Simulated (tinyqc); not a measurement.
From results back to parameters: Gamma, L and X subbands of a thin body with non-parabolic valleys. Two cases, with inputs chosen for the exercise.

Problem. Hard walls; each subband edge rises by e with e (1 + a e) = c (pi/t)^2/m_z, c = hbar^2/2m0. The thickness at which the Gamma and L edges cross was computed from a hidden bulk separation EL.

Constants: hbar^2/2m0 = 3.80998211 eV angstrom^2.

Case 1.

Values chosen (near those of a thin InP channel; not measured data): mG = 0.0794 m0 (Gamma mass); aG = 0.6 1/eV (Gamma non-parabolicity); mzL = 1.621 m0 (confinement mass of the lowest L group); aS = 0.55 1/eV (non-parabolicity of L and X).

crossing thickness = 23.265 angstrom

Case 2.

Values chosen (near those of a thin GaAs channel; not measured data): mG = 0.0677 m0 (Gamma mass); aG = 0.57 1/eV (Gamma non-parabolicity); mzL = 1.967 m0 (confinement mass of the lowest L group); aS = 0.47 1/eV (non-parabolicity of L and X).

crossing thickness = 39.446 angstrom

Find: rise of Gamma; rise of L; EL.

Solution. At the crossing the rise of Gamma equals EL plus the rise of L.

Case 1.

rise of Gamma = 0.634 eV
rise of L = 0.042 eV
EL = 0.592 eV

Case 2.

rise of Gamma = 0.304 eV
rise of L = 0.012 eV
EL = 0.292 eV

Computed by tinyqc, one run a case: `OMP_NUM_THREADS=1 python tinyqc.py N N+1 out.jsonl` with N = 1250508, 1250528; one thread of a shared Intel(R) Xeon(R) Processor @ 2.30GHz, about 0.05 s a run at most.
